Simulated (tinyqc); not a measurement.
# A barrier in a uniform field, exact transmission by Airy functions: what changes with what

The left lead has its band edge at 0, the barrier edge falls as U(x) = U0 - F x with F = V/d for 0 < x < d, and the right lead has its edge at -V. No transverse momentum; C = hbar^2/(2 m0); psi and psi'/m are continuous. M carries (psi, psi'/m) across the barrier.

Values chosen for this exercise; U0 - E and the mass are of the order of those of hafnium oxide on silicon; the mass of the right lead is set freely: mass in the left lead mL = 0.39 m0; barrier edge at x = 0 U0 = 2.36 eV; mass in the barrier m1 = 0.21 m0; electron energy E = 0.83 eV; barrier width d = 0.8 nm; voltage across the barrier V = 3.1 V; mass in the right lead mR = 0.76 m0.

Constants: q = 1.602176634e-19 C, hbar = 1.054571817e-34 J s, m0 = 9.1093837015e-31 kg, hbar^2/(2 m0) = 0.0380998212 eV nm^2. Results are converted to the units shown.

Each table varies one quantity; the others keep the values above.

## Exact and WKB transmission against voltage

Energy scale e = (C F^2/m1)^(1/3), z(x) = (U(x) - E)/e, s = (dz/dx)/m1 = -F/(e m1); v = k/m in a lead. With a = Ai, a' = Ai', b = Bi, b' = Bi' at z1 (left edge) and z2 (right edge): M11 = pi (a2 b1' - b2 a1'), M12 = (pi/s)(b2 a1 - a2 b1), M21 = pi s (a2' b1' - b2' a1'), M22 = pi (b2' a1 - a2' b1). With M acting on (psi, psi'/m) and v = k/m in each lead, T(E) = 4 vL vR/[(vL vR M12 - M21)^2 + (vR M11 + vL M22)^2]. WKB: exp(-S), S = (4/(3 F)) sqrt(m1/C) [max(U0 - E, 0)^1.5 - max(U0 - F d - E, 0)^1.5].

Exact and WKB transmission against voltage:
```
V (V),z2,"T(E), exact",exp(-S),ratio
0.459,2.7399,0.039364,0.013868,2.8385
0.829,1.2092,0.061285,0.019372,3.1636
1.198,0.44805,0.093092,0.028549,3.2608
1.568,-0.042859,0.13815,0.048679,2.8379
1.938,-0.39956,0.19803,0.086686,2.2844
2.308,-0.67813,0.26967,0.12830,2.1020
2.678,-0.90621,0.34280,0.17038,2.0120
3.047,-1.0987,0.40298,0.21111,1.9089
3.417,-1.2662,0.44096,0.24983,1.7651
3.787,-1.4141,0.45698,0.28609,1.5974
4.157,-1.5468,0.45813,0.31979,1.4326
4.526,-1.6668,0.45228,0.35094,1.2887
4.896,-1.7771,0.44499,0.37984,1.1715
```

Read the table: what changes, and by how much?

The exact T(E) goes from 0.0394 through a maximum of 0.458 (at V = 4.157 V among the rows listed) to 0.445. The ratio to WKB lies between 1.17 and 3.26. In 12 of the 13 rows the field exceeds 10 MV/cm (up to 61.2), more than most dielectrics sustain; the model ignores breakdown.

## Effect of the emitter mass

Same model as above.

The same in every row: exp(-S) = 0.2168.

Effect of the emitter mass:
```
mL (m0),vL (1/nm),"T(E), exact",ratio
0.039,23.63,0.3596,1.659
0.059,19.22,0.3948,1.821
0.091,15.47,0.4225,1.949
0.14,12.47,0.4369,2.015
0.21,10.19,0.4363,2.013
0.32,8.251,0.4214,1.944
0.5,6.601,0.3921,1.809
0.76,5.354,0.3559,1.642
1.2,4.261,0.3117,1.438
```

WKB does not see the lead: exp(-S) stays at 0.217. The ratio of exact to WKB goes from 1.66 through a maximum of 2.02 (at mL = 0.14 m0 among the rows listed) to 1.44; K/m1 at the left edge is 13.8 1/nm, and vL passes from 23.6 to 4.26 1/nm. The match at the entrance is best where vL is near K/m1. In every row the field exceeds 10 MV/cm (up to 38.8), more than most dielectrics sustain; the model ignores breakdown.

Range of the model: Masses are held fixed, although real bands cease to be parabolic a few tenths of an eV from their edges.

Numbers from tinyqc (`OMP_NUM_THREADS=1 python tinyqc.py 2580009 2580010 out.jsonl`; about 0.01 s on one thread of a shared Intel Xeon 2.30GHz).
